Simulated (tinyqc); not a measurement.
# Electron mobility in a silicon inversion layer, empirical terms and Matthiessen rule: effect of the interlayer thickness

Inversion layer of sheet density Ns on a uniformly doped body, under a high-permittivity gate with an interlayer. The mobility terms are empirical power laws with prefactors chosen for the exercise; adding their inverses (Matthiessen) is itself an approximation.

ni = sqrt(Nc Nv) exp(-Eg/(2 Vt)), Eg in volts; Ndep = sqrt(2 eps0 eps_r Nb (2 Vt ln(Nb/ni) + Vsb)/q); E = q (Ndep + eta Ns)/(eps0 eps_r), in MV/cm. With t = T/(300 K): muC = Ac (Ns/1e12 cm^-2) t/(Nb/1e17 cm^-3 + Nit/1e11 cm^-2), muP = Ap E^(-1/3) t^(-1.75), muS = As E^(-gs), muR = Ar exp(2 ti/lr)/t; 1/mu is the sum of the inverses.

Values chosen for this exercise; material values close to those of silicon: temperature T = 400 K; band gap Eg = 1.14 eV; relative permittivity of the semiconductor eps_r = 11.7; conduction-band density of states at T Nc = 4.22e19 cm^-3; valence-band density of states at T Nv = 4.08e19 cm^-3; body doping Nb = 6.1e17 cm^-3; reverse body bias Vsb = 0.6 V; weight of the inversion charge in the effective field eta = 0.5; phonon-limited mobility at 1 MV/cm and 300 K Ap = 414 cm^2/(V s); roughness-limited mobility at 1 MV/cm As = 979 cm^2/(V s); exponent of the roughness term gs = 2; Coulomb prefactor Ac = 1800 cm^2/(V s); charge at the interface Nit = 2.3e11 cm^-2; remote-phonon mobility without interlayer Ar = 150 cm^2/(V s); decay length of remote phonons lr = 0.6 nm; inversion density Ns = 2.6e12 cm^-2.

Constants: q = 1.602176634e-19 C, kB = 1.380649e-23 J/K, Vt = kB T/q, eps0 = 8.8541878128e-14 F/cm where lengths are in cm. Results are converted to the units shown.

The same in every row: E (MV/cm) = 0.7240; muC (cm^2/(V s)) = 742.9; muP (cm^2/(V s)) = 278.7; muS (cm^2/(V s)) = 1868.

Result of one run:
```
muR (cm^2/(V s))	mu (cm^2/(V s))
6142	177.5
```

Which interlayer thickness ti gave this result: 0.2, 0.4, 0.8, 1.2 or 1.6 nm?

ti = 1.2 nm.

The whole series:
```
ti (nm)	muR (cm^2/(V s))	mu (cm^2/(V s))
0.2	219.1	99.67
0.4	426.8	128.0
0.6	831.3	149.9
0.8	1619	164.3
1	3154	172.8
1.2	6142	177.5
1.4	1.196e4	180.1
1.6	2.330e4	181.4
1.8	4.539e4	182.1
```

As ti goes from 0.2 to 1.8 nm, E stays at 0.724 MV/cm and mu rises from 99.7 to 182 cm^2/(V s). The smallest term is the remote phonon one in the first row and the phonon one in the last.

Numbers from tinyqc (`OMP_NUM_THREADS=1 python tinyqc.py 2510087 2510088 out.jsonl`; about 0.01 s on one thread of a shared Intel Xeon 2.30GHz).
